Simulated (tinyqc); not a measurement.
RHF in the sto-3g basis, for H6, spin multiplicity 1, step by step (part 1 of 2). Computed by tinyqc, a small Python program that keeps every step (integrals from PySCF). Settings: charge = 0, multiplicity = 1, basis = sto-3g, energy threshold = 1e-10, iteration cap = 51, orthogonalisation = canonical, start = random, DIIS depth = 0, method = RHF. Command: `OMP_NUM_THREADS=1 python tinyqc.py 22141 22142 out.jsonl` (the two numbers bound the seeds that draw the settings). One thread of a shared host (Intel(R) Xeon(R) Processor @ 2.60GHz), about 0.06 s of CPU time with the checks. Later iterations appear only in the table of the cycle.

## One-electron integrals

Geometry (angstrom):
```
atom       x       y       z
H     0.0000  0.0000  0.0000
H     0.0000  0.0000  0.7750
H     0.0000  0.0000  1.9470
H     0.0000  0.0000  2.7220
H     0.0000  0.0000  3.8950
H     0.0000  0.0000  4.6700
```

Basis sto-3g: exponents (1/bohr^2) and contraction coefficients of normalised primitives:
```
element  l (shell)  exponent  coefficient
H            s (1)    3.4253       0.1543
H            s (1)    0.6239       0.5353
H            s (1)    0.1689       0.4446
```

Overlap, kinetic and nuclear-attraction integrals over the contracted functions; the nuclear repulsion is the sum of Za Zb / Rab.

nuclear repulsion = 4.981348 hartree

overlap S, order 1H 1s, 2H 1s, 3H 1s, 4H 1s, 5H 1s, 6H 1s:
$$\begin{pmatrix}
1.0000 & 0.6370 & 0.1300 & 0.0323 & 0.0023 & 0.0003 \\
0.6370 & 1.0000 & 0.4013 & 0.1300 & 0.0141 & 0.0023 \\
0.1300 & 0.4013 & 1.0000 & 0.6370 & 0.1298 & 0.0322 \\
0.0323 & 0.1300 & 0.6370 & 1.0000 & 0.4008 & 0.1298 \\
0.0023 & 0.0141 & 0.1298 & 0.4008 & 1.0000 & 0.6370 \\
0.0003 & 0.0023 & 0.0322 & 0.1298 & 0.6370 & 1.0000
\end{pmatrix}$$

kinetic energy T (hartree), order 1H 1s, 2H 1s, 3H 1s, 4H 1s, 5H 1s, 6H 1s:
$$\begin{pmatrix}
0.7600 & 0.2166 & -0.0094 & -0.0090 & -0.0015 & -0.0003 \\
0.2166 & 0.7600 & 0.0593 & -0.0094 & -0.0056 & -0.0015 \\
-0.0094 & 0.0593 & 0.7600 & 0.2166 & -0.0094 & -0.0090 \\
-0.0090 & -0.0094 & 0.2166 & 0.7600 & 0.0590 & -0.0094 \\
-0.0015 & -0.0056 & -0.0094 & 0.0590 & 0.7600 & 0.2166 \\
-0.0003 & -0.0015 & -0.0090 & -0.0094 & 0.2166 & 0.7600
\end{pmatrix}$$

nuclear attraction V (hartree), order 1H 1s, 2H 1s, 3H 1s, 4H 1s, 5H 1s, 6H 1s:
$$\begin{pmatrix}
-2.5740 & -1.6736 & -0.3228 & -0.0793 & -0.0055 & -0.0007 \\
-1.6736 & -2.8804 & -1.0623 & -0.3373 & -0.0346 & -0.0055 \\
-0.3228 & -1.0623 & -3.0408 & -1.8613 & -0.3367 & -0.0791 \\
-0.0793 & -0.3373 & -1.8613 & -3.0405 & -1.0606 & -0.3222 \\
-0.0055 & -0.0346 & -0.3367 & -1.0606 & -2.8799 & -1.6734 \\
-0.0007 & -0.0055 & -0.0791 & -0.3222 & -1.6734 & -2.5738
\end{pmatrix}$$

core Hamiltonian H = T + V (hartree), order 1H 1s, 2H 1s, 3H 1s, 4H 1s, 5H 1s, 6H 1s:
$$\begin{pmatrix}
-1.8140 & -1.4570 & -0.3322 & -0.0883 & -0.0070 & -0.0009 \\
-1.4570 & -2.1204 & -1.0030 & -0.3467 & -0.0402 & -0.0070 \\
-0.3322 & -1.0030 & -2.2808 & -1.6447 & -0.3461 & -0.0881 \\
-0.0883 & -0.3467 & -1.6447 & -2.2805 & -1.0016 & -0.3316 \\
-0.0070 & -0.0402 & -0.3461 & -1.0016 & -2.1199 & -1.4568 \\
-0.0009 & -0.0070 & -0.0881 & -0.3316 & -1.4568 & -1.8138
\end{pmatrix}$$

## Two-electron integrals

Functions are numbered as in S; the eight-fold symmetry (ij|kl) = (ji|kl) = (kl|ij) leaves the list below.

Two-electron integrals (ij|kl) in chemists' order, unique and non-zero (hartree):
```
(11|11) 0.7746     (21|11) 0.4248     (21|21) 0.2750     (22|11) 0.5569
(22|21) 0.4248     (22|22) 0.7746     (31|11) 0.0617     (31|21) 0.0441
(31|22) 0.0769     (31|31) 0.0088     (32|11) 0.1529     (32|21) 0.1215
(32|22) 0.2371     (32|31) 0.0281     (32|32) 0.0988     (33|11) 0.2707
(33|21) 0.2140     (33|22) 0.4257     (33|31) 0.0617     (33|32) 0.2371
(33|33) 0.7746     (41|11) 0.0125     (41|21) 0.0092     (41|22) 0.0167
(41|31) 0.0020     (41|32) 0.0068     (41|33) 0.0167     (41|41) 4.91e-04
(42|11) 0.0406     (42|21) 0.0319     (42|22) 0.0617     (42|31) 0.0078
(42|32) 0.0281     (42|33) 0.0769     (42|41) 0.0020     (42|42) 0.0088
(43|11) 0.1450     (43|21) 0.1112     (43|22) 0.2140     (43|31) 0.0319
(43|32) 0.1215     (43|33) 0.4248     (43|41) 0.0092     (43|42) 0.0441
(43|43) 0.2750     (44|11) 0.1944     (44|21) 0.1450     (44|22) 0.2707
(44|31) 0.0406     (44|32) 0.1529     (44|33) 0.5569     (44|41) 0.0125
(44|42) 0.0617     (44|43) 0.4248     (44|44) 0.7746     (51|11) 0.0006
(51|21) 4.93e-04   (51|22) 0.0009     (51|31) 1.23e-04   (51|32) 4.41e-04
(51|33) 0.0013     (51|41) 3.25e-05   (51|42) 1.43e-04   (51|43) 0.0007
(51|44) 0.0011     (51|51) 2.41e-06   (52|11) 0.0033     (52|21) 0.0026
(52|22) 0.0049     (52|31) 0.0007     (52|32) 0.0025     (52|33) 0.0075
(52|41) 1.85e-04   (52|42) 0.0008     (52|43) 0.0048     (52|44) 0.0075
(52|51) 1.45e-05   (52|52) 9.15e-05   (53|11) 0.0240     (53|21) 0.0178
(53|22) 0.0330     (53|31) 0.0049     (53|32) 0.0180     (53|33) 0.0616
(53|41) 0.0014     (53|42) 0.0069     (53|43) 0.0440     (53|44) 0.0767
(53|51) 1.23e-04   (53|52) 0.0008     (53|53) 0.0088     (54|11) 0.0645
(54|21) 0.0468     (54|22) 0.0845     (54|31) 0.0123     (54|32) 0.0447
(54|33) 0.1527     (54|41) 0.0037     (54|42) 0.0180     (54|43) 0.1213
(54|44) 0.2368     (54|51) 3.37e-04   (54|52) 0.0025     (54|53) 0.0281
(54|54) 0.0985     (55|11) 0.1359     (55|21) 0.0963     (55|22) 0.1696
(55|31) 0.0240     (55|32) 0.0846     (55|33) 0.2705     (55|41) 0.0070
(55|42) 0.0331     (55|43) 0.2139     (55|44) 0.4254     (55|51) 0.0006
(55|52) 0.0049     (55|53) 0.0616     (55|54) 0.2368     (55|55) 0.7746
(61|11) 6.59e-05   (61|21) 5.00e-05   (61|22) 9.45e-05   (61|31) 1.33e-05
(61|32) 4.85e-05   (61|33) 1.51e-04   (61|41) 3.69e-06   (61|42) 1.69e-05
(61|43) 9.71e-05   (61|44) 1.51e-04   (61|51) 2.93e-07   (61|52) 1.85e-06
(61|53) 1.69e-05   (61|54) 4.85e-05   (61|55) 9.45e-05   (61|61) 3.76e-08
(62|11) 4.59e-04   (62|21) 3.44e-04   (62|22) 0.0006     (62|31) 9.20e-05
(62|32) 3.38e-04   (62|33) 0.0011     (62|41) 2.63e-05   (62|42) 1.23e-04
(62|43) 0.0007     (62|44) 0.0013     (62|51) 2.19e-06   (62|52) 1.45e-05
(62|53) 1.43e-04   (62|54) 4.41e-04   (62|55) 0.0009     (62|61) 2.93e-07
(62|62) 2.41e-06   (63|11) 0.0053     (63|21) 0.0038     (63|22) 0.0070
(63|31) 0.0010     (63|32) 0.0037     (63|33) 0.0125     (63|41) 2.99e-04
(63|42) 0.0014     (63|43) 0.0092     (63|44) 0.0167     (63|51) 2.63e-05
(63|52) 1.84e-04   (63|53) 0.0020     (63|54) 0.0067     (63|55) 0.0167
(63|61) 3.69e-06   (63|62) 3.25e-05   (63|63) 4.89e-04   (64|11) 0.0188
(64|21) 0.0135     (64|22) 0.0240     (64|31) 0.0034     (64|32) 0.0123
(64|33) 0.0405     (64|41) 0.0010     (64|42) 0.0049     (64|43) 0.0318
(64|44) 0.0616     (64|51) 9.18e-05   (64|52) 0.0007     (64|53) 0.0078
(64|54) 0.0281     (64|55) 0.0767     (64|61) 1.32e-05   (64|62) 1.23e-04
(64|63) 0.0020     (64|64) 0.0088     (65|11) 0.0788     (65|21) 0.0553
(65|22) 0.0963     (65|31) 0.0135     (65|32) 0.0468     (65|33) 0.1449
(65|41) 0.0038     (65|42) 0.0178     (65|43) 0.1112     (65|44) 0.2139
(65|51) 3.44e-04   (65|52) 0.0026     (65|53) 0.0318     (65|54) 0.1213
(65|55) 0.4248     (65|61) 5.00e-05   (65|62) 4.93e-04   (65|63) 0.0092
(65|64) 0.0440     (65|65) 0.2750     (66|11) 0.1133     (66|21) 0.0788
(66|22) 0.1359     (66|31) 0.0188     (66|32) 0.0646     (66|33) 0.1943
(66|41) 0.0053     (66|42) 0.0240     (66|43) 0.1449     (66|44) 0.2705
(66|51) 4.59e-04   (66|52) 0.0033     (66|53) 0.0405     (66|54) 0.1527
(66|55) 0.5569     (66|61) 6.59e-05   (66|62) 0.0006     (66|63) 0.0125
(66|64) 0.0616     (66|65) 0.4248     (66|66) 0.7746
```

## Orthogonalisation

S = U s U^T; canonical form X = U s^(-1/2), so that X^T S X = 1. Each column of U has its largest component positive (the first on a tie).

eigenvalues of S: [0.2107, 0.3097, 0.4585, 1.1896, 1.6794, 2.1521]

X, order 1H 1s, 2H 1s, 3H 1s, 4H 1s, 5H 1s, 6H 1s:
$$\begin{pmatrix}
0.5395 & -0.8059 & 0.6684 & -0.4231 & -0.3731 & 0.1998 \\
-0.8505 & 0.9409 & -0.4698 & -0.2348 & -0.3831 & 0.2728 \\
1.1673 & -0.2774 & -0.6505 & 0.4316 & -0.1066 & 0.3438 \\
-1.1664 & -0.2788 & 0.6507 & 0.4319 & 0.1067 & 0.3437 \\
0.8483 & 0.9422 & 0.4697 & -0.2346 & 0.3837 & 0.2723 \\
-0.5382 & -0.8070 & -0.6681 & -0.4227 & 0.3736 & 0.1995
\end{pmatrix}$$

## Starting guess

The start is random orthonormal orbitals; D = 2 C_occ C_occ^T.

D at the start, order 1H 1s, 2H 1s, 3H 1s, 4H 1s, 5H 1s, 6H 1s:
$$\begin{pmatrix}
0.6743 & -0.1094 & 0.3926 & -0.9229 & -0.0885 & 0.7749 \\
-0.1094 & 1.4440 & -0.8912 & 1.2975 & 0.4483 & -0.0830 \\
0.3926 & -0.8912 & 2.9963 & -1.7093 & -1.2512 & 0.5800 \\
-0.9229 & 1.2975 & -1.7093 & 2.2987 & 0.6799 & -1.0602 \\
-0.0885 & 0.4483 & -1.2512 & 0.6799 & 0.5365 & -0.1523 \\
0.7749 & -0.0830 & 0.5800 & -1.0602 & -0.1523 & 0.9020
\end{pmatrix}$$

## Iteration 1: building the Fock matrix

J_ij = sum D_kl (ij|kl), K_ij = sum D_kl (ik|jl); F = H + J - 0.5 K; E = tr D H + tr D J / 2 - 0.25 tr D K + E_nn.

Coulomb J (hartree), order 1H 1s, 2H 1s, 3H 1s, 4H 1s, 5H 1s, 6H 1s:
$$\begin{pmatrix}
2.0017 & 1.4211 & 0.3105 & 0.0787 & 0.0056 & 0.0007 \\
1.4211 & 2.5122 & 1.0580 & 0.3395 & 0.0349 & 0.0055 \\
0.3105 & 1.0580 & 2.9584 & 1.8117 & 0.3200 & 0.0723 \\
0.0787 & 0.3395 & 1.8117 & 2.8159 & 0.9544 & 0.2764 \\
0.0056 & 0.0349 & 0.3200 & 0.9544 & 2.1308 & 1.2247 \\
0.0007 & 0.0055 & 0.0723 & 0.2764 & 1.2247 & 1.7773
\end{pmatrix}$$

exchange K (hartree), order 1H 1s, 2H 1s, 3H 1s, 4H 1s, 5H 1s, 6H 1s:
$$\begin{pmatrix}
0.8180 & 0.7910 & 0.2339 & 0.0672 & 0.0642 & 0.0885 \\
0.7910 & 1.2046 & 0.6490 & 0.3168 & 0.0873 & 0.0687 \\
0.2339 & 0.6490 & 1.4466 & 0.8242 & 0.0146 & -0.0602 \\
0.0672 & 0.3168 & 0.8242 & 1.2238 & 0.3773 & -0.0016 \\
0.0642 & 0.0873 & 0.0146 & 0.3773 & 0.6473 & 0.4269 \\
0.0885 & 0.0687 & -0.0602 & -0.0016 & 0.4269 & 0.6527
\end{pmatrix}$$

Fock matrix F (hartree), order 1H 1s, 2H 1s, 3H 1s, 4H 1s, 5H 1s, 6H 1s:
$$\begin{pmatrix}
-0.2213 & -0.4314 & -0.1387 & -0.0432 & -0.0334 & -0.0445 \\
-0.4314 & -0.2105 & -0.2696 & -0.1655 & -0.0489 & -0.0359 \\
-0.1387 & -0.2696 & -0.0456 & -0.2451 & -0.0333 & 0.0143 \\
-0.0432 & -0.1655 & -0.2451 & -0.0765 & -0.2358 & -0.0544 \\
-0.0334 & -0.0489 & -0.0333 & -0.2358 & -0.3127 & -0.4455 \\
-0.0445 & -0.0359 & 0.0143 & -0.0544 & -0.4455 & -0.3629
\end{pmatrix}$$

total energy of this density = -1.151974 hartree

## Iteration 1: diagonalisation and new density

Diagonalise F' = X^T F X, C = X C', fill 3 alpha and 3 beta electrons from the bottom; D = 2 C_occ C_occ^T. Each column has its largest component positive (the first on a tie).

F' = X^T F X (hartree):
$$\begin{pmatrix}
1.1911 & -0.0214 & -0.0362 & 0.0198 & 0.0164 & 0.0518 \\
-0.0214 & 0.6703 & -0.1709 & -0.1023 & -0.0401 & -0.0630 \\
-0.0362 & -0.1709 & 0.3033 & -0.0372 & 0.0178 & -0.0190 \\
0.0198 & -0.1023 & -0.0372 & -0.2327 & 0.0850 & 0.1462 \\
0.0164 & -0.0401 & 0.0178 & 0.0850 & -0.3967 & 0.0127 \\
0.0518 & -0.0630 & -0.0190 & 0.1462 & 0.0127 & -0.4108
\end{pmatrix}$$

orbital energies (hartree): MO1 -0.5044, MO2 -0.4114, MO3 -0.1555, MO4 0.2500, MO5 0.7501, MO6 1.1957

coefficients C, order 1H 1s, 2H 1s, 3H 1s, 4H 1s, 5H 1s, 6H 1s:
$$\begin{pmatrix}
0.2318 & 0.4035 & -0.4373 & -0.4457 & -0.9206 & 0.5400 \\
0.2409 & 0.4326 & -0.0653 & 0.1538 & 1.0380 & -0.8690 \\
-0.0088 & 0.2481 & 0.3038 & 0.7331 & -0.0522 & 1.2184 \\
0.0941 & 0.1194 & 0.6045 & -0.3461 & -0.5851 & -1.1519 \\
0.4439 & -0.2264 & 0.2442 & -0.7908 & 0.7256 & 0.8029 \\
0.5160 & -0.3139 & -0.3746 & 0.8601 & -0.5198 & -0.4800
\end{pmatrix}$$

D after iteration 1, order 1H 1s, 2H 1s, 3H 1s, 4H 1s, 5H 1s, 6H 1s:
$$\begin{pmatrix}
0.8155 & 0.5179 & -0.0697 & -0.3887 & -0.1904 & 0.3135 \\
0.5179 & 0.4990 & 0.1707 & 0.0697 & -0.0139 & 0.0259 \\
-0.0697 & 0.1707 & 0.3079 & 0.4249 & 0.0283 & -0.3925 \\
-0.3887 & 0.0697 & 0.4249 & 0.7770 & 0.3248 & -0.4307 \\
-0.1904 & -0.0139 & 0.0283 & 0.3248 & 0.6160 & 0.4173 \\
0.3135 & 0.0259 & -0.3925 & -0.4307 & 0.4173 & 1.0102
\end{pmatrix}$$

## Iteration 2: building the Fock matrix

As before.

Coulomb J (hartree), order 1H 1s, 2H 1s, 3H 1s, 4H 1s, 5H 1s, 6H 1s:
$$\begin{pmatrix}
2.0334 & 1.3506 & 0.2694 & 0.0669 & 0.0048 & 0.0006 \\
1.3506 & 2.2222 & 0.8652 & 0.2804 & 0.0301 & 0.0049 \\
0.2694 & 0.8652 & 2.2985 & 1.4880 & 0.2915 & 0.0704 \\
0.0669 & 0.2804 & 1.4880 & 2.4289 & 0.9277 & 0.2880 \\
0.0048 & 0.0301 & 0.2915 & 0.9277 & 2.3877 & 1.4442 \\
0.0006 & 0.0049 & 0.0704 & 0.2880 & 1.4442 & 2.1723
\end{pmatrix}$$

exchange K (hartree), order 1H 1s, 2H 1s, 3H 1s, 4H 1s, 5H 1s, 6H 1s:
$$\begin{pmatrix}
1.2116 & 1.0093 & 0.2300 & 0.0308 & -0.0107 & 0.0114 \\
1.0093 & 1.1593 & 0.4915 & 0.2268 & 0.0304 & 0.0005 \\
0.2300 & 0.4915 & 0.9836 & 0.9155 & 0.2462 & 0.0105 \\
0.0308 & 0.2268 & 0.9155 & 1.2416 & 0.5828 & 0.1960 \\
-0.0107 & 0.0304 & 0.2462 & 0.5828 & 1.2408 & 1.0282 \\
0.0114 & 0.0005 & 0.0105 & 0.1960 & 1.0282 & 1.2814
\end{pmatrix}$$

Fock matrix F (hartree), order 1H 1s, 2H 1s, 3H 1s, 4H 1s, 5H 1s, 6H 1s:
$$\begin{pmatrix}
-0.3864 & -0.6110 & -0.1778 & -0.0367 & 0.0031 & -0.0060 \\
-0.6110 & -0.4778 & -0.3836 & -0.1796 & -0.0253 & -0.0023 \\
-0.1778 & -0.3836 & -0.4741 & -0.6144 & -0.1776 & -0.0230 \\
-0.0367 & -0.1796 & -0.6144 & -0.4723 & -0.3653 & -0.1416 \\
0.0031 & -0.0253 & -0.1776 & -0.3653 & -0.3526 & -0.5267 \\
-0.0060 & -0.0023 & -0.0230 & -0.1416 & -0.5267 & -0.2822
\end{pmatrix}$$

total energy of this density = -3.137929 hartree

## Iteration 2: diagonalisation and new density

As before.

F' = X^T F X (hartree):
$$\begin{pmatrix}
1.1231 & 0.0504 & 0.0592 & -0.0133 & -0.0150 & 0.0070 \\
0.0504 & 0.7439 & 0.0325 & 0.0268 & 0.0061 & -0.0204 \\
0.0592 & 0.0325 & 0.3556 & -0.0083 & -0.0269 & -0.0059 \\
-0.0133 & 0.0268 & -0.0083 & -0.4388 & -0.0393 & -0.0431 \\
-0.0150 & 0.0061 & -0.0269 & -0.0393 & -0.5814 & 0.0457 \\
0.0070 & -0.0204 & -0.0059 & -0.0431 & 0.0457 & -0.7328
\end{pmatrix}$$

orbital energies (hartree): MO1 -0.7490, MO2 -0.5859, MO3 -0.4202, MO4 0.3498, MO5 0.7399, MO6 1.1350

coefficients C, order 1H 1s, 2H 1s, 3H 1s, 4H 1s, 5H 1s, 6H 1s:
$$\begin{pmatrix}
0.2263 & 0.4063 & 0.3068 & 0.6972 & -0.8442 & -0.4861 \\
0.3474 & 0.4046 & 0.1888 & -0.4619 & 1.0071 & 0.7470 \\
0.3922 & -0.0963 & -0.3942 & -0.7143 & -0.4708 & -1.0622 \\
0.3529 & -0.3129 & -0.3181 & 0.7421 & -0.0686 & 1.1396 \\
0.1542 & -0.3514 & 0.3915 & 0.3283 & 0.8343 & -1.0000 \\
0.0523 & -0.2374 & 0.5220 & -0.5747 & -0.7760 & 0.6937
\end{pmatrix}$$

D after iteration 2, order 1H 1s, 2H 1s, 3H 1s, 4H 1s, 5H 1s, 6H 1s:
$$\begin{pmatrix}
0.6209 & 0.6019 & -0.1427 & -0.2898 & 0.0244 & 0.1510 \\
0.6019 & 0.6401 & 0.0456 & -0.1282 & -0.0294 & 0.0414 \\
-0.1427 & 0.0456 & 0.6370 & 0.5878 & -0.1201 & -0.3249 \\
-0.2898 & -0.1282 & 0.5878 & 0.6472 & 0.0797 & -0.1466 \\
0.0244 & -0.0294 & -0.1201 & 0.0797 & 0.6011 & 0.5917 \\
0.1510 & 0.0414 & -0.3249 & -0.1466 & 0.5917 & 0.6632
\end{pmatrix}$$

## Iteration 3: building the Fock matrix

As before.

Coulomb J (hartree), order 1H 1s, 2H 1s, 3H 1s, 4H 1s, 5H 1s, 6H 1s:
$$\begin{pmatrix}
2.0418 & 1.3850 & 0.2825 & 0.0704 & 0.0050 & 0.0006 \\
1.3850 & 2.3251 & 0.9215 & 0.2965 & 0.0312 & 0.0050 \\
0.2825 & 0.9215 & 2.4785 & 1.5646 & 0.2960 & 0.0703 \\
0.0704 & 0.2965 & 1.5646 & 2.4818 & 0.9207 & 0.2824 \\
0.0050 & 0.0312 & 0.2960 & 0.9207 & 2.3236 & 1.3876 \\
0.0006 & 0.0050 & 0.0703 & 0.2824 & 1.3876 & 2.0524
\end{pmatrix}$$

exchange K (hartree), order 1H 1s, 2H 1s, 3H 1s, 4H 1s, 5H 1s, 6H 1s:
$$\begin{pmatrix}
1.1534 & 1.0244 & 0.2221 & 0.0263 & -0.0013 & 0.0093 \\
1.0244 & 1.2317 & 0.5155 & 0.2183 & 0.0231 & -0.0014 \\
0.2221 & 0.5155 & 1.2170 & 1.0207 & 0.2205 & 0.0237 \\
0.0263 & 0.2183 & 1.0207 & 1.2305 & 0.5217 & 0.2212 \\
-0.0013 & 0.0231 & 0.2205 & 0.5217 & 1.2191 & 1.0223 \\
0.0093 & -0.0014 & 0.0237 & 0.2212 & 1.0223 & 1.1688
\end{pmatrix}$$

Fock matrix F (hartree), order 1H 1s, 2H 1s, 3H 1s, 4H 1s, 5H 1s, 6H 1s:
$$\begin{pmatrix}
-0.3489 & -0.5843 & -0.1607 & -0.0310 & -0.0013 & -0.0050 \\
-0.5843 & -0.4112 & -0.3394 & -0.1593 & -0.0206 & -0.0013 \\
-0.1607 & -0.3394 & -0.4108 & -0.5905 & -0.1603 & -0.0296 \\
-0.0310 & -0.1593 & -0.5905 & -0.4140 & -0.3417 & -0.1599 \\
-0.0013 & -0.0206 & -0.1603 & -0.3417 & -0.4059 & -0.5804 \\
-0.0050 & -0.0013 & -0.0296 & -0.1599 & -0.5804 & -0.3458
\end{pmatrix}$$

total energy of this density = -3.279848 hartree

## Iteration 3: diagonalisation and new density

As before.

F' = X^T F X (hartree):
$$\begin{pmatrix}
1.1799 & 0.0022 & 0.0141 & -0.0024 & -0.0305 & 0.0014 \\
0.0022 & 0.7514 & 0.0009 & 0.0498 & 0.0013 & 0.0009 \\
0.0141 & 0.0009 & 0.4085 & -0.0017 & -0.0032 & -0.0023 \\
-0.0024 & 0.0498 & -0.0017 & -0.4368 & -0.0023 & -0.0085 \\
-0.0305 & 0.0013 & -0.0032 & -0.0023 & -0.5883 & 0.0010 \\
0.0014 & 0.0009 & -0.0023 & -0.0085 & 0.0010 & -0.6958
\end{pmatrix}$$

orbital energies (hartree): MO1 -0.6961, MO2 -0.5889, MO3 -0.4386, MO4 0.4082, MO5 0.7535, MO6 1.1807

coefficients C, order 1H 1s, 2H 1s, 3H 1s, 4H 1s, 5H 1s, 6H 1s:
$$\begin{pmatrix}
0.1915 & 0.3658 & -0.3873 & -0.6617 & -0.8243 & -0.5547 \\
0.2664 & 0.4022 & -0.2784 & 0.4554 & 0.9332 & 0.8469 \\
0.3569 & 0.0779 & 0.4331 & 0.6725 & -0.2664 & -1.1552 \\
0.3596 & -0.0990 & 0.4295 & -0.6707 & -0.2530 & 1.1576 \\
0.2597 & -0.3964 & -0.2870 & -0.4508 & 0.9289 & -0.8552 \\
0.1827 & -0.3581 & -0.4030 & 0.6568 & -0.8224 & 0.5601
\end{pmatrix}$$

D after iteration 3, order 1H 1s, 2H 1s, 3H 1s, 4H 1s, 5H 1s, 6H 1s:
$$\begin{pmatrix}
0.6410 & 0.6119 & -0.1419 & -0.2675 & 0.0318 & 0.1202 \\
0.6119 & 0.6204 & 0.0116 & -0.1272 & -0.0207 & 0.0336 \\
-0.1419 & 0.0116 & 0.6419 & 0.6133 & -0.1250 & -0.2744 \\
-0.2675 & -0.1272 & 0.6133 & 0.6472 & 0.0188 & -0.1438 \\
0.0318 & -0.0207 & -0.1250 & 0.0188 & 0.6138 & 0.6100 \\
0.1202 & 0.0336 & -0.2744 & -0.1438 & 0.6100 & 0.6480
\end{pmatrix}$$

## Iteration 11 (converged): orbitals

converged F (hartree), order 1H 1s, 2H 1s, 3H 1s, 4H 1s, 5H 1s, 6H 1s:
$$\begin{pmatrix}
-0.3495 & -0.5847 & -0.1594 & -0.0325 & -0.0015 & -0.0036 \\
-0.5847 & -0.4069 & -0.3339 & -0.1596 & -0.0214 & -0.0016 \\
-0.1594 & -0.3339 & -0.4142 & -0.5957 & -0.1593 & -0.0325 \\
-0.0325 & -0.1596 & -0.5957 & -0.4140 & -0.3334 & -0.1591 \\
-0.0015 & -0.0214 & -0.1593 & -0.3334 & -0.4067 & -0.5847 \\
-0.0036 & -0.0016 & -0.0325 & -0.1591 & -0.5847 & -0.3495
\end{pmatrix}$$

As before.

F' = X^T F X (hartree):
$$\begin{pmatrix}
1.1772 & 0.0001 & 0.0146 & -0.0001 & -0.0367 & 0.0000 \\
0.0001 & 0.7505 & 0.0000 & 0.0590 & 0.0000 & 0.0075 \\
0.0146 & 0.0000 & 0.4144 & 0.0000 & 0.0053 & 0.0000 \\
-0.0001 & 0.0590 & 0.0000 & -0.4428 & 0.0000 & -0.0090 \\
-0.0367 & 0.0000 & 0.0053 & 0.0000 & -0.5881 & 0.0000 \\
0.0000 & 0.0075 & 0.0000 & -0.0090 & 0.0000 & -0.6955
\end{pmatrix}$$

orbital energies (hartree): MO1 -0.6959, MO2 -0.5889, MO3 -0.4453, MO4 0.4142, MO5 0.7534, MO6 1.1782

coefficients C, order 1H 1s, 2H 1s, 3H 1s, 4H 1s, 5H 1s, 6H 1s:
$$\begin{pmatrix}
0.1895 & -0.3655 & -0.3902 & 0.6559 & -0.8249 & 0.5596 \\
0.2577 & -0.3980 & -0.2907 & -0.4561 & 0.9297 & -0.8509 \\
0.3615 & -0.0785 & 0.4316 & -0.6730 & -0.2544 & 1.1567 \\
0.3612 & 0.0789 & 0.4318 & 0.6732 & -0.2553 & -1.1559 \\
0.2571 & 0.3987 & -0.2904 & 0.4559 & 0.9307 & 0.8492 \\
0.1890 & 0.3661 & -0.3898 & -0.6556 & -0.8258 & -0.5585
\end{pmatrix}$$

D after iteration 11, order 1H 1s, 2H 1s, 3H 1s, 4H 1s, 5H 1s, 6H 1s:
$$\begin{pmatrix}
0.6435 & 0.6155 & -0.1425 & -0.2577 & 0.0327 & 0.1083 \\
0.6155 & 0.6187 & -0.0022 & -0.1276 & -0.0160 & 0.0327 \\
-0.1425 & -0.0022 & 0.6462 & 0.6215 & -0.1274 & -0.2573 \\
-0.2577 & -0.1276 & 0.6215 & 0.6463 & -0.0022 & -0.1423 \\
0.0327 & -0.0160 & -0.1274 & -0.0022 & 0.6187 & 0.6155 \\
0.1083 & 0.0327 & -0.2573 & -0.1423 & 0.6155 & 0.6434
\end{pmatrix}$$

## Convergence

Stop when the energy changes by less than 1e-10 hartree and every element of the error matrix X^T (F D S - S D F) X is below 3e-06.

Course of the cycle:
```
iteration  E (hartree)     change  largest element of the error matrix
1            -1.151974          -                             6.50e-01
2            -3.137929  -1.99e+00                             4.08e-01
3            -3.279848  -1.42e-01                             5.02e-02
4            -3.284113  -4.26e-03                             1.31e-02
5            -3.284395  -2.82e-04                             3.49e-03
6            -3.284414  -1.89e-05                             9.14e-04
7            -3.284415  -1.27e-06                             2.38e-04
8            -3.284415  -8.56e-08                             6.21e-05
9            -3.284415  -5.77e-09                             1.62e-05
10           -3.284415  -3.90e-10                             4.22e-06
11           -3.284415  -2.63e-11                             1.10e-06
```

PySCF RHF in the same basis = -3.284415 hartree

Converged in 11 iterations.
